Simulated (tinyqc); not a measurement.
What each parameter does: inversion layer as a triangular well, valleys of the Si type.

Six ellipsoidal valleys with their long axes along the cube axes, mass ml along the axis and mt across it. For a valley whose axis makes the angle theta with the surface normal, 1/m_z = cos^2(theta)/ml + sin^2(theta)/mt sets the confinement; in the plane the masses are m_1 = mt and m_2 = ml mt/m_z, and m_d = sqrt(m_1 m_2).

The field is taken as constant, e F = 4 pi (e^2/4 pi eps0)(Nd + eta Ns)/eps, with 1e12/cm^2 = 1e-4/angstrom^2, and the oxide as a hard wall at z = 0; c = hbar^2/2m0.

Level j of a valley lies at E_j = a_j (c (e F)^2/m_z)^(1/3) above the band edge at the surface, with the Airy zeros a_j = 2.338107, 4.087949, 5.520560, 6.786708, 7.944134, 9.022651, 10.040174, 11.008524, 11.936016, 12.828777, and has <z> = 2 E_j/(3 e F).

Subband i holds n_i = g m_d/(2 pi c) kB T ln(1 + exp((EF - E_i)/kB T)) (spin included), and EF is fixed by sum n_i = Ns over the levels listed or, where none are listed, over j = 0 to 9 of each group; 1e12/cm^2 = 1e-4/angstrom^2.

Constants: hbar^2/2m0 = 3.80998211 eV angstrom^2; e^2/(4 pi eps0) = 14.39964547 eV angstrom; kB = 8.617333262e-05 eV/K.

Parameters, chosen for this exercise (near those of Si; not measured data): ml = 0.913 m0 (longitudinal mass); mt = 0.186 m0 (transverse mass); eps = 11.5 (dielectric constant); Nd = 0.19 x 1e12/cm^2 (depletion charge); eta = 0.5 (share of Ns in the effective field); face = 110 (surface); Ns = 3 x 1e12/cm^2 (electron sheet density); T = 400 K (temperature).

Field, ladders and EF anew.

Results for these values:
```
case  lowest E (eV)  EF (eV)  share of lowest (%)  <z> (angstrom)
base         0.1037   0.0280                 64.9           29.72
```

What happens to each result for Ns = 6 x 1e12/cm^2, all else kept?

Answer: lowest E rises from 0.1037 to 0.1583; EF rises from 0.0280 to 0.1139; share of lowest rises from 64.9 to 74.6; <z> falls from 29.72 to 22.46.

The same for each parameter in turn:
```
case                   lowest E (eV)  EF (eV)  share of lowest (%)  <z> (angstrom)
base                          0.1037   0.0280                 64.9           29.72
Ns = 6 x 1e12/cm^2            0.1583   0.1139                 74.6           22.46
Nd = 0.38 x 1e12/cm^2         0.1113   0.0367                 66.8           28.24
T = 360 K                     0.1037   0.0404                 67.6           29.07
ml = 1.004 m0                 0.1031   0.0261                 64.9           29.63
mt = 0.167 m0                 0.1068   0.0341                 65.9           30.46
eps = 10.3                    0.1116   0.0370                 66.8           28.19
```

(tinyqc, `OMP_NUM_THREADS=1 python tinyqc.py 1250445 1250446 out.jsonl`, Intel(R) Xeon(R) Processor @ 2.30GHz, 1 thread, shared host, about 0.02 s.)
